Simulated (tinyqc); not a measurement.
Finite-difference solution of the diffusion equation on a small grid: one step, computed by the program tinyqc.

dC/dt = D d2C/dx2 on nodes x_j = j dx, j = 0..8; the far end is sealed.

Problem. Time step 1. With r = D dt/dx^2: (1 - theta r M) C(new) = (1 + (1 - theta) r M) C(old); theta = 0 explicit, 1 implicit, 1/2 Crank-Nicolson.

Boundary at x = 0: sealed surface. Scheme: explicit.

operator M:
```
,0,1,2,3,4,5,6,7,8
0,-2,2,0,0,0,0,0,0,0
1,1,-2,1,0,0,0,0,0,0
2,0,1,-2,1,0,0,0,0,0
3,0,0,1,-2,1,0,0,0,0
4,0,0,0,1,-2,1,0,0,0
5,0,0,0,0,1,-2,1,0,0
6,0,0,0,0,0,1,-2,1,0
7,0,0,0,0,0,0,1,-2,1
8,0,0,0,0,0,0,0,2,-2
```

mesh ratio r = 0.2448

C at the start (%): [0.726, 14.800, 71.200, 100.000, 62.100, 10.800, 0.248, 0.000, 0.000]

Give: C after step 1.

Solution.

C after step 1 (%): [7.617, 25.161, 64.444, 83.672, 58.820, 20.775, 2.770, 0.061, 0.000]
